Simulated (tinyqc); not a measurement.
Space-charge-limited current with shallow traps: two steps of the calculation.

One carrier type, drift only, an injecting contact at x = 0 (zero field) and thickness L. The share th = y/(1 + y), y = (Nc/Nt) exp(-Et/kB T), of the injected charge is free: J = q mu n F, eps0 eps_r dF/dx = q (n - n0)/th.

Parameters, values chosen for the exercise: temperature T = 350 K; relative permittivity eps_r = 24.6; mobility mu = 0.00064 cm^2/(V s); thickness L = 2700 nm; band density of states Nc = 6.8e19 cm^-3; trap density Nt = 2.5e16 cm^-3; trap depth Et = 0.22 eV; free carrier density in equilibrium n0 = 3.4e13 cm^-3; voltage V = 3.1 V.

Constants: q = 1.602176634e-19 C, kB = 1.380649e-23 J/K, Vt = kB T/q, eps0 = 8.8541878128e-14 F/cm where lengths are in cm. Results are converted to the units shown.

Question 1. Limits and characteristic voltages. Ohmic J = q n0 mu V/L; Mott-Gurney J = (9/8) th eps0 eps_r mu V^2/L^3; they cross at Vx = 8 q n0 L^2/(9 th eps0 eps_r); traps fill at V_TFL = q Nt L^2/(2 eps0 eps_r).

Give: th; ohmic J; Mott-Gurney J; Vx; V_TFL.

Answer 1.

th = 0.64888
ohmic J = 4.0028e-5 A/cm^2
Mott-Gurney J = 4.9684e-4 A/cm^2
Vx = 0.24976 V
V_TFL = 67.029 V

Question 2. The exact current. Exact: with u = n0/n(L), w = -u - ln(1 - u) and v = -u - u^2/2 - ln(1 - u), V = (q n0 L^2/(th eps0 eps_r)) v/w^2 and J = q^2 n0^2 mu L/(th eps0 eps_r w). v/w^2 falls steadily with u, so u follows by bisection.

Find: v/w^2; u; w; J; exit field over V/L.

Answer 2.

v/w^2 = 11.033
u = 0.11279
w = 0.0068835
J = 5.2707e-4 A/cm^2
exit field over V/L = 1.4851

J is 1.8 % below the plain sum of the two limits; the exit field lies between the ohmic 1 and the Mott-Gurney 1.5.

Range of the model: Diffusion and a field-dependent mobility are left out. With injecting contacts the diffusion current, about 4 pi^2 Vt th eps0 eps_r mu V/L^3, equals the Mott-Gurney current at V = 35 kB T/q (0.9 V at 300 K), so the drift-only result needs V well above that.

Program tinyqc, `OMP_NUM_THREADS=1 python tinyqc.py 2370115 2370116 out.jsonl`; Intel Xeon 2.30GHz, shared host, one thread, about 0.01 s.
